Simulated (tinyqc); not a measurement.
Thermal boundary conductance by the acoustic and diffuse mismatch models: one step, computed by the program tinyqc.

Each side has one longitudinal and two transverse Debye branches, omega = v q up to q_D = (6 pi^2 n)^(1/3), with n counting all atoms. Scattering at the interface is elastic. Electrons are left out of G, also for metals. Melting is ignored. G refers to the temperatures of the phonons sent towards the interface. Linear branches over all atoms overstate G at high T, most for crystals with several atoms a cell.

Problem. Cut-off frequencies and impedances. omega_c = v q_D for each branch, given as hbar omega_c/k_B; impedance Z = rho v.

Inputs (values chosen for the exercise, modelled on silicon (side 1) and germanium (side 2)): density rho_1 = 2.35 g/cm^3; longitudinal velocity vL_1 = 8910 m/s; transverse velocity vT_1 = 5260 m/s; atom density n_1 = 48.9 1/nm^3; density rho_2 = 5.23 g/cm^3; longitudinal velocity vL_2 = 5150 m/s; transverse velocity vT_2 = 3190 m/s; atom density n_2 = 45.3 1/nm^3.

Structure: superlattice.

Constants: hbar = 1.054571817e-34 J s; k_B = 1.380649e-23 J/K.

Give: Branches.

Solution.

Branches:
```
branch     v (m/s)  cut-off (K)  Z (1e6 kg/(m^2 s))
L, side 1     8910        970.0             20.9385
T, side 1     5260        572.7             12.3610
L, side 2     5150        546.6             26.9345
T, side 2     3190        338.6             16.6837
```
